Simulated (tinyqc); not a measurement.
Resistance of a tapered via with liner, size effect and interface: two steps of the calculation.

A round via whose diameter grows from db at the bottom as D(z) = db + 2 z/tan(ang). The fill, of diameter D - 2 tl, starts above the bottom liner (thickness fb tl) and has rho = rho0 (1 + ks lam/(D - 2 tl)); the sidewall liner conducts in parallel with it. The bottom liner and the interface are crossed over the full area pi db^2/4. Spreading in the lines above and below is left out.

Parameters, values chosen for the exercise; fill metal close to copper:
```
symbol    value      unit                                               meaning
db           17        nm                                diameter at the bottom
hv           63        nm                                                height
ang          88   degrees                                        sidewall angle
rho0       1.65   uohm cm                          bulk resistivity of the fill
lam        40.3        nm                            mean free path of the fill
ks          0.7                                              size-effect factor
tl          2.3        nm                                 liner on the sidewall
fb          0.5                   liner at the bottom over that on the sidewall
rl          290   uohm cm                              resistivity of the liner
ri      8.5e-13  ohm cm^2                   interface resistivity at the bottom
Sb       1.1e15     S/m^2  ballistic conductance per area, about 3/(4 rho0 lam)
```

Question 1. Slices of the via. Slices between z0 = fb tl and hv, evaluated at their midpoints: conductance per length pi/4 [(D - 2 tl)^2/rho + (D^2 - (D - 2 tl)^2)/rl], slice resistance = slice height over that. 8 slices.

Find: z; D; rho; slice resistance.

Answer 1.

```
slice  z (nm)  D (nm)  rho (uohm cm)  slice resistance (ohm)
0       5.016   17.35          5.301                   3.160
1       12.75   17.89          5.152                   2.831
2       20.48   18.43          5.016                   2.547
3       28.21   18.97          4.889                   2.302
4       35.94   19.51          4.772                   2.088
5       43.67   20.05          4.663                   1.902
6       51.40   20.59          4.561                   1.738
7       59.13   21.13          4.466                   1.593
```

Question 2. Total resistance. R_fill = sum of the slices; R_bottom = rl fb tl/(pi db^2/4); R_interface = ri/(pi db^2/4); ballistic (Sharvin) limit 1/(Sb pi (db - 2 tl)^2/4); ideal cylinder rho0 hv/(pi db^2/4).

slice resistance, slice 0 to 7 (ohm): 3.1603630  2.8305656  2.5470209  2.3017607  2.0884216  1.9018793  1.7379743  1.5933057

Find: parts; R; shares; ballistic limit; ideal cylinder.

Answer 2.

parts (ohm): fill 18.161, bottom liner 14.693, interface 0.37448
R = 33.229 ohm
shares (%): fill 54.655, bottom liner 44.218, interface 1.127
ballistic limit = 7.5279 ohm
ideal cylinder = 4.5797 ohm

The fill is the largest part, and R is 7.26 times the ideal cylinder. With 2000 slices R = 33.239 ohm.

Numbers from tinyqc (`OMP_NUM_THREADS=1 python tinyqc.py 2750032 2750033 out.jsonl`; about 0.01 s on one thread of a shared Intel Xeon 2.30GHz).
